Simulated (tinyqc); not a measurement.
Inside a calculation. Model: thermoelectric coefficients with energy filtering, Landauer integrals.

tinyqc, about 0.02 s, one thread, Intel Xeon 2.30GHz (shared host): `OMP_NUM_THREADS=1 python tinyqc.py 2800044 2800045 out.jsonl` Printed values are rounded.

Bulk parabolic band, x = (E - Ec)/kB T, C = hbar^2/(2 m0), kB T in eV. Modes per area gv m kB T x/(4 pi C) times the back-scattering length l0 x^rr give the transport function s0 X(x), s0 = (2 q^2/h) gv m kB T l0/(4 pi C), X = x^(1 + rr), multiplied by tb for x < xb. I_k = int X (x - eta)^k w dx, w = 1/(4 cosh^2((x - eta)/2)).

Parameters, values chosen for the exercise:
```
symbol,value,unit,meaning
T,300,K,temperature
m,0.28,m0,mass of one valley
gv,1,,valleys
l0,8.9,nm,back-scattering length at x = 1
rr,0,,energy exponent of that length
kL,5.2,W/(m K),lattice thermal conductivity
eta,5.9,,reduced Fermi level (EF - Ec)/kB T
xb,4.4,,"barrier height over kB T, above Ec"
tb,0.2,,share of the transport function left below the barrier
xa,0,,lower end of the grid
xe,16,,upper end of the grid
nE,17,,points of the grid
```

Constants: q = 1.602176634e-19 C, kB = 1.380649e-23 J/K, hbar = 1.054571817e-34 J s, h = 6.62607015e-34 J s, m0 = 9.1093837015e-31 kg, Vt = kB T/q, hbar^2/(2 m0) = 0.0380998212 eV nm^2. Results are converted to the units shown.

Range of the model: Parabolic bands, elastic scattering and a fixed kL make these model figures, not those of a material.

## The three integrals on a coarse grid

Simpson's rule on nE equally spaced points from xa to xe.

| point | x | X | w | X w |
|---|---|---|---|---|
| 0 | 0.00000 | 0 | 0.002724497 | 0 |
| 1 | 1.00000 | 0.2 | 0.007336906 | 0.001467381 |
| 2 | 2.00000 | 0.4 | 0.01944667 | 0.007778667 |
| 3 | 3.00000 | 0.6 | 0.04943357 | 0.02966014 |
| 4 | 4.00000 | 0.8 | 0.1131803 | 0.09054421 |
| 5 | 5.00000 | 5 | 0.2055003 | 1.027502 |
| 6 | 6.00000 | 6 | 0.2493760 | 1.496256 |
| 7 | 7.00000 | 7 | 0.1873699 | 1.311589 |
| 8 | 8.00000 | 8 | 0.09719470 | 0.7775576 |
| 9 | 9.00000 | 9 | 0.04124902 | 0.3712412 |
| 10 | 10.00000 | 10 | 0.01603673 | 0.1603673 |
| 11 | 11.00000 | 11 | 0.006023080 | 0.06625388 |
| 12 | 12.00000 | 12 | 0.002232841 | 0.02679409 |
| 13 | 13.00000 | 13 | 8.237450e-4 | 0.01070869 |
| 14 | 14.00000 | 14 | 3.033549e-4 | 0.004246969 |
| 15 | 15.00000 | 15 | 1.116409e-4 | 0.001674613 |
| 16 | 16.00000 | 16 | 4.107618e-5 | 6.572189e-4 |

I_0, I_1, I_2 on this grid: [5.469378, 4.298937, 16.82723]

Converged values are 5.4195, 4.3772 and 16.805; the grid is 0.92 % above the first and 0.13 % above the last.

## Coefficients of the electrons

converged I_0, I_1, I_2: [5.419540, 4.377179, 16.80485]

sigma = s0 I_0, S = -(kB/q) I_1/I_0, Lorenz number L = (kB/q)^2 [I_2/I_0 - (I_1/I_0)^2], kappa_e = L sigma T.

s0 = 104.2567 S/cm
sigma = 565.0236 S/cm
S = -69.59929 uV/K
L = 1.818192 x 1e-8 V^2/K^2
kappa_e = 0.3081963 W/(m K)

L is 26 % below the Sommerfeld value (pi^2/3)(kB/q)^2 = 2.443e-8 V^2/K^2.

## Power factor and figure of merit

Power factor S^2 sigma, ZT = S^2 sigma T/(kappa_e + kL).

power factor = 0.2737009 mW/(m K^2)
ZT = 0.01490692
electronic share of kappa = 5.595232 %
